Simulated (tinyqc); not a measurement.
# Stress and current directions compared

A cubic crystal with three pairs of conduction valleys along x, y and z; non-degenerate electrons, one relaxation time, masses unchanged. Stress s_ij = X a_i a_j with a the unit vector along the stress; strain e_ii = s11 s_ii + s12 (s_jj + s_kk), e_ij = s44 s_ij/2. Valley shift dE = Xu (n.e.n - trace(e)/3) with n the valley axis; share f proportional to exp(-dE/Vt). Inverse mass along the current d: (n.d)^2/ml + (1 - (n.d)^2)/mt; mu/mu0 = sum f (1/m) over the plain mean of 1/m. Rows: direction of the stress, of size |X|; columns: direction of the current and sign.

Inputs (values chosen for the exercise); values close to those of silicon:

| symbol | value | unit | meaning |
|---|---|---|---|
| T | 293 | K | temperature |
| s11 | 7.69 | 1/TPa | compliance |
| s12 | -2.08 | 1/TPa | compliance |
| s44 | 12.7 | 1/TPa | compliance |
| Xu | 8.84 | eV | shear deformation potential |
| ml | 0.91 | m0 | longitudinal mass |
| mt | 0.195 | m0 | transverse mass |
| X | 230 | MPa | uniaxial stress (tension positive) |

Constants: q = 1.602176634e-19 C, kB = 1.380649e-23 J/K, Vt = kB T/q. Results are converted to the units shown.

mu/mu0:
```
       I [100], tension  I [100], compression  I [110], tension  I [110], compression
[100]             1.157                0.7977             1.039                0.9494
[110]             1.049                0.9569             1.049                0.9569
[001]            0.9213                 1.101            0.9213                 1.101
[111]             1.000                 1.000             1.000                 1.000
```

What does the comparison show?

The largest gain, 1.16, is for stress along [100], tension, current along [100]; the largest loss, 0.798, for [100], compression, current along [100]. Entries equal to one are cases in which the valleys are not split or have equal mass along the current.

tinyqc, about 0.01 s, one thread, Intel Xeon 2.30GHz (shared host): `OMP_NUM_THREADS=1 python tinyqc.py 2530127 2530128 out.jsonl`
